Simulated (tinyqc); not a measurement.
Shrinking the pitch: stress in a transistor channel from embedded alloy regions, liners and fins, by half-space elasticity. Computed by tinyqc, a small Python program. Command: `OMP_NUM_THREADS=1 python tinyqc.py 3030253 3030254 out.jsonl stressor walk`. One thread of a shared host (Intel(R) Xeon(R) Processor @ 2.30GHz), about 0.01 s of CPU time with the checks.

Plane strain in an isotropic half-space, the same constants everywhere; x along the channel from its centre, y downwards from the free surface; stress is positive in tension.

Inputs (values chosen for the exercise, modelled on silicon):

| quantity | value | unit |
|---|---|---|
| alloy fraction x | 0.55 | - |
| lattice change per unit x, beta | 0.0426 | - |
| Young's modulus E | 158 | GPa |
| Poisson ratio nu | 0.22 | - |
| channel length L | 28 | nm |
| length of each stressor S | 110 | nm |
| recess depth d | 85 | nm |
| depth of the field point y | 1.1 | nm |

Stressor: Si(1-x)Ge(x) source and drain.

Method:
- Misfit e = beta x. A fully constrained inclusion holds the stress -p with p = E e/(1 - 2 nu); a blanket film would hold -E e/(1 - nu) in the plane.
- A line element dA of misfit at (a, c) in the half-space gives, with C = E e/(2 pi (1 - nu)), X = x - a, r1^2 = X^2 + (y - c)^2, r2^2 = X^2 + Y^2, Y = y + c: s_xx = -C dA {[X^2 - (y - c)^2]/r1^4 + 3 [X^2 - Y^2]/r2^4 + 4 y Y (Y^2 - 3 X^2)/r2^6}, s_yy = C dA {[X^2 - (y - c)^2]/r1^4 - [X^2 - Y^2]/r2^4 + 4 y Y (Y^2 - 3 X^2)/r2^6}. These are integrated over two rectangles, L/2 < |a| < L/2 + S, 0 < c < d (closed form in a, 200 Gauss-Legendre points in c).
- L and S are scaled together at fixed d, then S alone, then L alone.

misfit e = 0.02343

S_xx at the centre (MPa):

| scale | L and S scaled | S alone | L alone |
|---|---|---|---|
| 0.35 | -1318.3 | -1988.7 | -4007.5 |
| 0.50 | -2454.2 | -2732.1 | -4290.8 |
| 0.70 | -3489.7 | -3539.4 | -4424.5 |
| 1.00 | -4431.2 | -4431.2 | -4431.2 |
| 1.40 | -5057.1 | -5222.8 | -4308.8 |
| 2.00 | -5362.3 | -5943.0 | -4032.2 |
| 3.00 | -5234.6 | -6582.4 | -3520.5 |

What follows from these numbers?

Halving S alone keeps 0.62 of the stress, halving L alone gives 0.97, and halving both 0.55: a shorter channel brings the walls closer but puts y deeper relative to L, where the surface amplifies less, a shorter stressor brings its far wall, which pulls the other way, closer too. Neighbouring devices are left out. Caution: at such misfit the regions may relax by dislocations, and linear elasticity is rough.
